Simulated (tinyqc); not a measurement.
Ballistic transport through the one-dimensional subbands of a rectangular nanowire or nanosheet channel. Changing the drain voltage V_D. Computed by tinyqc, a small Python program. Command: `OMP_NUM_THREADS=1 python tinyqc.py 3021938 3021939 out.jsonl wire sweep`. One thread of a shared host (Intel(R) Xeon(R) Processor @ 2.30GHz), about 0.04 s of CPU time with the checks.

Hard walls, parabolic subbands, transport along x. Energies are counted from the bulk conduction band edge at the top of the barrier, which the gate pulls down by U; the source Fermi level lies at the bulk edge when U = 0.

Inputs (values chosen for the exercise, modelled on InAs):
```
quantity,value,unit
mass m,0.031,m_0
height a,5.7,nm
width b,11,nm
equivalent oxide thickness t,1.9,nm
gate voltage above flat band V_G,0.46,V
temperature T,300,K
```

Valleys: single isotropic valley.

Constants: hbar^2/(2 m_0) = 3.80998212 eV angstrom^2; k_B = 8.617333262e-05 eV/K; m_0 = 9.1093837015e-31 kg; k_B = 1.380649e-23 J/K; hbar = 1.054571817e-34 J s; eps_0 = 8.8541878128e-12 F/m; e = 1.602176634e-19 C; h = 6.62607015e-34 J s.

Method:
- E_pq = (hbar^2 pi^2/2)(p^2/(m_y b^2) + q^2/(m_z a^2)); m_x = m_y = m_z = m, degeneracy g = 1; the 10 lowest subbands are kept.
- F_j(eta) = (1/Gamma(j + 1)) int_0^infinity x^j/(1 + exp(x - eta)) dx, F_0 = ln(1 + exp(eta)). Integrals over x = E/(k_B T) use 160 Gauss-Legendre points in u = sqrt(x) from 0 to sqrt(max(eta, 0) + 32).
- With degeneracy g = 1, eta_i = (U - E_i)/(k_B T) and u = e V_D/(k_B T): line density n = sum_i g sqrt(2 m_x k_B T/pi)/(2 hbar) [F_-1/2(eta_i) + F_-1/2(eta_i - u)]; gate: e n = C_ox (V_G - U/e), C_ox = 3.9 eps_0 2 (a + b)/t (flat-plate estimate); I = (2 e k_B T/h) sum_i g [F_0(eta_i) - F_0(eta_i - u)].

One run for each value:
```
drain voltage V_D (V),ballistic current I (microampere),U (meV),line density n (1/nm),mean velocity I/(e n) (1e7 cm/s)
0.0050,0.11275,453.06,0.026300,0.2676
0.0094,0.20161,453.40,0.024990,0.5035
0.0180,0.34924,453.99,0.022776,0.9571
0.0340,0.54521,454.78,0.019761,1.7220
0.0630,0.72312,455.53,0.016951,2.6627
0.1200,0.80795,455.89,0.015585,3.2357
0.2200,0.81865,455.93,0.015411,3.3155
0.4200,0.81888,455.93,0.015408,3.3172
0.8000,0.81888,455.93,0.015408,3.3172
```

Describe and explain the trends.

Over the rows, ballistic current I (microampere) rises from 0.113 to 0.819; U (meV) rises from 453.1 to 455.9; line density n (1/nm) falls from 0.0263 to 0.0154. At the high end the exponent of ballistic current I is 0.00, close to 0: drain injection is shut off. As drain injection dies, the gate restores the charge by pulling the barrier down (U rises), which adds to the current before it saturates.

Caution (all rows): confinement energies this large call for non-parabolicity and barrier penetration, which lower the subbands and raise the mass.

Extremes, crossings and ranges named in words are read from the listed rows.
